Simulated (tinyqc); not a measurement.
Worked calculation: ROHF in the 6-31g basis, for H2+, spin multiplicity 2. One step of it, computed by the program tinyqc.

Task: Iteration 1: diagonalisation and new density. Diagonalise F' = X^T F X, C = X C', fill 1 alpha and 0 beta electrons from the bottom; D(s) = C_occ C_occ^T. Each column has its largest component positive (the first on a tie).

effective F (hartree), order 1H 1s, 1H 2s, 2H 1s, 2H 2s:
$$\begin{pmatrix}
-0.262725 & -0.484823 & -0.371140 & -0.396530 \\
-0.484823 & -0.414237 & -0.425003 & -0.398793 \\
-0.371140 & -0.425003 & -0.370362 & -0.537363 \\
-0.396530 & -0.398793 & -0.537363 & -0.423976
\end{pmatrix}$$

X, order 1H 1s, 1H 2s, 2H 1s, 2H 2s:
$$\begin{pmatrix}
1.263970 & -0.497625 & -0.102974 & 0.047592 \\
-0.497625 & 1.796152 & 0.047592 & -0.822068 \\
-0.102974 & 0.047592 & 1.263970 & -0.497625 \\
0.047592 & -0.822068 & -0.497625 & 1.796152
\end{pmatrix}$$

Give: F' = X^T F X; orbital energies; coefficients C; D(alpha) after iteration 1; D(beta) after iteration 1.

Result:

F' = X^T F X (hartree):
$$\begin{pmatrix}
0.1122 & -0.4420 & -0.1874 & -0.0482 \\
-0.4420 & 0.0181 & -0.0626 & -0.1353 \\
-0.1874 & -0.0626 & 0.0041 & -0.4699 \\
-0.0482 & -0.1353 & -0.4699 & 0.0382
\end{pmatrix}$$

orbital energies (hartree): MO1 -0.6337, MO2 -0.1965, MO3 0.3939, MO4 0.6089

coefficients C, order 1H 1s, 1H 2s, 2H 1s, 2H 2s:
$$\begin{pmatrix}
0.3040 & 0.3527 & 0.7744 & -1.0206 \\
0.2150 & 1.1658 & -0.6053 & 1.5427 \\
0.4252 & -0.3606 & 0.8259 & 0.9301 \\
0.2887 & -1.0681 & -0.8221 & -1.5006
\end{pmatrix}$$

D(alpha) after iteration 1, order 1H 1s, 1H 2s, 2H 1s, 2H 2s:
$$\begin{pmatrix}
0.0924 & 0.0654 & 0.1292 & 0.0878 \\
0.0654 & 0.0462 & 0.0914 & 0.0621 \\
0.1292 & 0.0914 & 0.1808 & 0.1227 \\
0.0878 & 0.0621 & 0.1227 & 0.0833
\end{pmatrix}$$

D(beta) after iteration 1, order 1H 1s, 1H 2s, 2H 1s, 2H 2s:
$$\begin{pmatrix}
0.0000 & 0.0000 & 0.0000 & 0.0000 \\
0.0000 & 0.0000 & 0.0000 & 0.0000 \\
0.0000 & 0.0000 & 0.0000 & 0.0000 \\
0.0000 & 0.0000 & 0.0000 & 0.0000
\end{pmatrix}$$
